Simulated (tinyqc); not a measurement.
# Trap depth and cross-section from two peaks

Problem. A DLTS peak lies where ew = sn g T^2 exp(-Et/kB T), g = vth Nc/(300 K)^2. Find Et and sn.

Inputs (values chosen for the exercise):
- Nc = 4.32e17 cm^-3 (conduction-band density of states at 300 K)
- vth = 4.4e7 cm/s (thermal velocity at 300 K)

Constants: q = 1.602176634e-19 C, kB = 1.380649e-23 J/K. Results are converted to the units shown.

peak temperatures for ew = 10 and 500 1/s (K): [298.79196, 374.63679]

Solution. The slope of ln(ew/T^2) against q/kB T is -Et, and the intercept is ln(sn g).

Et = 0.4400 eV
sn = 1.400e-17 cm^2

Program tinyqc, `OMP_NUM_THREADS=1 python tinyqc.py 2050098 2050099 out.jsonl`; Intel Xeon 2.30GHz, shared host, one thread, about 0.01 s.
